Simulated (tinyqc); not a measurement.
Conductance against temperature: thermal boundary conductance by the acoustic and diffuse mismatch models. Computed by tinyqc, a small Python program. Command: `OMP_NUM_THREADS=1 python tinyqc.py 3009219 3009220 out.jsonl kapitza walk`. One thread of a shared host (Intel(R) Xeon(R) Processor @ 2.30GHz), about 0.01 s of CPU time with the checks.

Each side has one longitudinal and two transverse Debye branches, omega = v q up to q_D = (6 pi^2 n)^(1/3), with n counting all atoms. Scattering at the interface is elastic. Electrons are left out of G, also for metals. Melting is ignored. G refers to the temperatures of the phonons sent towards the interface. Linear branches over all atoms overstate G at high T, most for crystals with several atoms a cell.

Inputs (values chosen for the exercise, modelled on gallium nitride (side 1) and magnesium oxide (side 2)):

| quantity | value | unit |
|---|---|---|
| density rho_1 | 6.18 | g/cm^3 |
| longitudinal velocity vL_1 | 7950 | m/s |
| transverse velocity vT_1 | 4240 | m/s |
| atom density n_1 | 85.4 | 1/nm^3 |
| density rho_2 | 3.66 | g/cm^3 |
| longitudinal velocity vL_2 | 9830 | m/s |
| transverse velocity vT_2 | 6010 | m/s |
| atom density n_2 | 105 | 1/nm^3 |

Structure: superlattice.

Constants: hbar = 1.054571817e-34 J s; k_B = 1.380649e-23 J/K.

Method:
- omega_c = v q_D for each branch, given as hbar omega_c/k_B; impedance Z = rho v.
- No mode conversion. t(theta) = 4 Z_1 Z_2 cos(theta_1) cos(theta_2)/N^2, with N = Z_2 cos(theta_1) + Z_1 cos(theta_2) for L (the form for pressure waves) and N = Z_1 cos(theta_1) + Z_2 cos(theta_2) for both T branches (the form for shear waves polarised along the interface); sin(theta_2) = (v_2/v_1) sin(theta_1), and t = 0 beyond the critical angle arcsin(v_1/v_2); the mean over the incoming flux is alpha = 2 int t sin(theta_1) cos(theta_1) d theta_1 (64 Gauss-Legendre points).
- G = (k_B^4 T^3/(8 pi^2 hbar^3)) int W(x) x^4 e^x/(e^x - 1)^2 dx, x = hbar omega/(k_B T). Acoustic mismatch: W = sum over the three branches of alpha(1 to 2)/v_1^2, each up to the lower of its two cut-offs. Diffuse mismatch: W = S_1 S_2/(S_1 + S_2), where S_i sums 1/v^2 over the branches of side i still below their cut-off. Radiation limit: W = min(S_1, S_2). The integral is split at the four cut-offs (64 Gauss-Legendre points a piece, x at most 45).

Branches:

| branch | v (m/s) | cut-off (K) | Z (1e6 kg/(m^2 s)) |
|---|---|---|---|
| L, side 1 | 7950 | 1042.31 | 49.1310 |
| T, side 1 | 4240 | 555.90 | 26.2032 |
| L, side 2 | 9830 | 1380.68 | 35.9778 |
| T, side 2 | 6010 | 844.14 | 21.9966 |

Transmission:

| branch | t at normal incidence | largest angle from side 1 (deg) | alpha, 1 to 2 | alpha, 2 to 1 |
|---|---|---|---|---|
| L | 0.976116 | 53.9739 | 0.636076 | 0.972482 |
| T | 0.992383 | 44.8692 | 0.455663 | 0.915506 |

G (MW/(m^2 K)):

| T (K) | acoustic mismatch | diffuse mismatch | radiation limit |
|---|---|---|---|
| 2 | 0.0049541 | 0.0035321 | 0.0053588 |
| 5 | 0.077408 | 0.055189 | 0.083731 |
| 10 | 0.61926 | 0.44151 | 0.66985 |
| 20 | 4.9541 | 3.5321 | 5.3588 |
| 40 | 39.573 | 28.221 | 42.812 |
| 80 | 273.42 | 199.09 | 299.46 |
| 150 | 913.52 | 709.72 | 1041.3 |
| 300 | 1836.8 | 1478.4 | 2145.1 |
| 600 | 2379.4 | 1922.6 | 2789.6 |
| 1000 | 2534.2 | 2047.7 | 2972.3 |

What follows from these numbers?

All three follow T^3 at the cold end (exponent 3.00 for the diffuse model) and flatten at high T (exponent 0.12 at the hot end); the lowest cut-off is 556 K. The ratio of diffuse to acoustic goes from 0.71 to 0.81. The plateau is set by the frequencies that both sides share.

Extremes, crossings and ranges named in words are read from the listed rows.
